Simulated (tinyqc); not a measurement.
Pariser-Parr-Pople SCF with singles CI, for the molecule c1ccc2ccccc2c1 (SMILES; centres numbered as the heavy atoms are written), step by step. One step of it, computed by the program tinyqc.

Problem. Iteration 2: Fock matrix. F_rr = H_rr + P_rr gamma_rr / 2 + sum_(s != r) P_ss gamma_rs; F_rs = H_rs - P_rs gamma_rs / 2; E = tr P (H + F) / 2 + core repulsion sum_(r<s) z_r z_s gamma_rs.

P after iteration 1, order 1C, 2C, 3C, 4C, 5C, 6C, 7C, 8C, 9C, 10C:
```
[[1.000000, 0.599140, 0.000000, -0.243553, 0.000000, 0.151405, 0.000000, -0.165181, 0.000000, 0.728986],
 [0.599140, 1.000000, 0.728986, 0.000000, -0.165181, 0.000000, 0.151405, 0.000000, -0.243553, 0.000000],
 [0.000000, 0.728986, 1.000000, 0.550700, 0.000000, -0.165181, 0.000000, 0.086515, 0.000000, -0.361219],
 [-0.243553, 0.000000, 0.550700, 1.000000, 0.550700, 0.000000, -0.243553, 0.000000, 0.524159, 0.000000],
 [0.000000, -0.165181, 0.000000, 0.550700, 1.000000, 0.728986, 0.000000, -0.361219, 0.000000, 0.086515],
 [0.151405, 0.000000, -0.165181, 0.000000, 0.728986, 1.000000, 0.599140, 0.000000, -0.243553, 0.000000],
 [0.000000, 0.151405, 0.000000, -0.243553, 0.000000, 0.599140, 1.000000, 0.728986, 0.000000, -0.165181],
 [-0.165181, 0.000000, 0.086515, 0.000000, -0.361219, 0.000000, 0.728986, 1.000000, 0.550700, 0.000000],
 [0.000000, -0.243553, 0.000000, 0.524159, 0.000000, -0.243553, 0.000000, 0.550700, 1.000000, 0.550700],
 [0.728986, 0.000000, -0.361219, 0.000000, 0.086515, 0.000000, -0.165181, 0.000000, 0.550700, 1.000000]]
```

core matrix H (eV), order 1C, 2C, 3C, 4C, 5C, 6C, 7C, 8C, 9C, 10C:
```
[[-43.228564, -2.500000, 0.000000, 0.000000, 0.000000, 0.000000, 0.000000, 0.000000, 0.000000, -2.500000],
 [-2.500000, -43.228564, -2.500000, 0.000000, 0.000000, 0.000000, 0.000000, 0.000000, 0.000000, 0.000000],
 [0.000000, -2.500000, -45.370102, -2.500000, 0.000000, 0.000000, 0.000000, 0.000000, 0.000000, 0.000000],
 [0.000000, 0.000000, -2.500000, -49.722169, -2.500000, 0.000000, 0.000000, 0.000000, -2.500000, 0.000000],
 [0.000000, 0.000000, 0.000000, -2.500000, -45.370102, -2.500000, 0.000000, 0.000000, 0.000000, 0.000000],
 [0.000000, 0.000000, 0.000000, 0.000000, -2.500000, -43.228564, -2.500000, 0.000000, 0.000000, 0.000000],
 [0.000000, 0.000000, 0.000000, 0.000000, 0.000000, -2.500000, -43.228564, -2.500000, 0.000000, 0.000000],
 [0.000000, 0.000000, 0.000000, 0.000000, 0.000000, 0.000000, -2.500000, -45.370102, -2.500000, 0.000000],
 [0.000000, 0.000000, 0.000000, -2.500000, 0.000000, 0.000000, 0.000000, -2.500000, -49.722169, -2.500000],
 [-2.500000, 0.000000, 0.000000, 0.000000, 0.000000, 0.000000, 0.000000, 0.000000, -2.500000, -45.370102]]
```

repulsion gamma_rs (eV), order 1C, 2C, 3C, 4C, 5C, 6C, 7C, 8C, 9C, 10C:
```
[[11.130000, 5.345539, 3.871994, 3.517359, 2.621214, 2.270597, 2.343780, 2.881359, 3.872154, 5.344569],
 [5.345539, 11.130000, 5.344569, 3.872154, 2.881359, 2.343780, 2.270597, 2.621214, 3.517359, 3.871994],
 [3.871994, 5.344569, 11.130000, 5.346287, 3.873196, 2.881359, 2.621214, 2.881514, 3.872515, 3.517455],
 [3.517359, 3.872154, 5.346287, 11.130000, 5.346287, 3.872154, 3.517359, 3.872515, 5.345539, 3.872515],
 [2.621214, 2.881359, 3.873196, 5.346287, 11.130000, 5.344569, 3.871994, 3.517455, 3.872515, 2.881514],
 [2.270597, 2.343780, 2.881359, 3.872154, 5.344569, 11.130000, 5.345539, 3.871994, 3.517359, 2.621214],
 [2.343780, 2.270597, 2.621214, 3.517359, 3.871994, 5.345539, 11.130000, 5.344569, 3.872154, 2.881359],
 [2.881359, 2.621214, 2.881514, 3.872515, 3.517455, 3.871994, 5.344569, 11.130000, 5.346287, 3.873196],
 [3.872154, 3.517359, 3.872515, 5.345539, 3.872515, 3.517359, 3.872154, 5.346287, 11.130000, 5.346287],
 [5.344569, 3.871994, 3.517455, 3.872515, 2.881514, 2.621214, 2.881359, 3.873196, 5.346287, 11.130000]]
```

Centres (angstrom, eV; a flat drawing with bonds scaled to 1.40 angstrom):
```
centre          x          y  core charge z          W   gamma_rr
1C       2.425000  -0.700000              1  11.160000  11.130000
2C       2.425000   0.700000              1  11.160000  11.130000
3C       1.212000   1.400000              1  11.160000  11.130000
4C       0.000000   0.700000              1  11.160000  11.130000
5C      -1.212000   1.400000              1  11.160000  11.130000
6C      -2.425000   0.700000              1  11.160000  11.130000
7C      -2.425000  -0.700000              1  11.160000  11.130000
8C      -1.212000  -1.400000              1  11.160000  11.130000
9C       0.000000  -0.700000              1  11.160000  11.130000
10C      1.212000  -1.400000              1  11.160000  11.130000
```

Give: F; pi energy.

Solution.

F (eV), order 1C, 2C, 3C, 4C, 5C, 6C, 7C, 8C, 9C, 10C:
```
[[-5.595, -4.101, 0.000, 0.428, 0.000, -0.172, 0.000, 0.238, 0.000, -4.448],
 [-4.101, -5.595, -4.448, 0.000, 0.238, 0.000, -0.172, 0.000, 0.428, 0.000],
 [0.000, -4.448, -5.595, -3.972, 0.000, 0.238, 0.000, -0.125, 0.000, 0.635],
 [0.428, 0.000, -3.972, -5.595, -3.972, 0.000, 0.428, 0.000, -3.901, 0.000],
 [0.000, 0.238, 0.000, -3.972, -5.595, -4.448, 0.000, 0.635, 0.000, -0.125],
 [-0.172, 0.000, 0.238, 0.000, -4.448, -5.595, -4.101, 0.000, 0.428, 0.000],
 [0.000, -0.172, 0.000, 0.428, 0.000, -4.101, -5.595, -4.448, 0.000, 0.238],
 [0.238, 0.000, -0.125, 0.000, 0.635, 0.000, -4.448, -5.595, -3.972, 0.000],
 [0.000, 0.428, 0.000, -3.901, 0.000, 0.428, 0.000, -3.972, -5.595, -3.972],
 [-4.448, 0.000, 0.635, 0.000, -0.125, 0.000, 0.238, 0.000, -3.972, -5.595]]
```

pi energy = -130.664 eV
